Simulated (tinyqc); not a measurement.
Wider gaps screen less: band offset of a heterojunction with an interface dipole (two-band chains, self-consistent charge).

Sites alternate A, C. Left: A at -G1/2, C at +G1/2, hopping -t1; right: A at D - G2/2, C at D + G2/2, hopping -t2; the bonds across the two interfaces of a ring (C left to A right, C right to A left) have -sqrt(t1 t2). D is the offset of the mid-gaps, so Ev(right) - Ev(left) = D - (G2 - G1)/2 and Ec(right) - Ec(left) = D + (G2 - G1)/2. The closing bond has its sign reversed (antiperiodic ring). Half the levels are filled with two electrons each. The charge moved is q = (electrons on the left) less one a site; the mean over the two interfaces, q/2, is taken as the charge that crosses each, and its dipole opposes the offset: D = D0 - u q/2.

From here on the ring has 24 cells a side.

Values chosen for the exercise (gaps near those of GaAs and AlAs; the chains and D0 are free models, so the offsets are not those of the real pair; the results hold for these values, not for the real material):
- G1 = 1.38 eV (gap on the left)
- t1 = 1.9 eV (hopping on the left)
- t2 = 2.75 eV (hopping on the right)
- u = 4.6 eV (potential step per electron moved across)

G2 is varied. chi = (q(+0.01) - q(-0.01))/0.02 at D = 0, S = 1/(1 + u chi/2).

Against G2:

| G2 (eV) | chi (1/eV) | S |
|---|---|---|
| 0.7 | 0.51692 | 0.4568 |
| 1.1 | 0.43115 | 0.5021 |
| 2.3 | 0.28983 | 0.6000 |
| 3.4 | 0.21930 | 0.6647 |
| 5.5 | 0.14085 | 0.7553 |
| 7.0 | 0.10652 | 0.8032 |
| 9.0 | 0.07556 | 0.8519 |

Give the missing row, G2 (eV) = 1.5.

Computed row:
```
G2 (eV)  chi (1/eV)       S
1.5         0.37112  0.5395
```

chi falls from 0.5169 to 0.0756 1/eV, a factor 6.8, and S rises from 0.457 to 0.852: charge crosses through the tails of states that tunnel into the other gap, and these shorten as the gap widens. u is kept fixed, though a wider gap also screens less and would raise it.

Run: tinyqc, `OMP_NUM_THREADS=1 python tinyqc.py 1481704 1481705 out.jsonl`; Intel(R) Xeon(R) Processor @ 2.30GHz, one thread, shared host; about 0.4 s of CPU time with all checks.
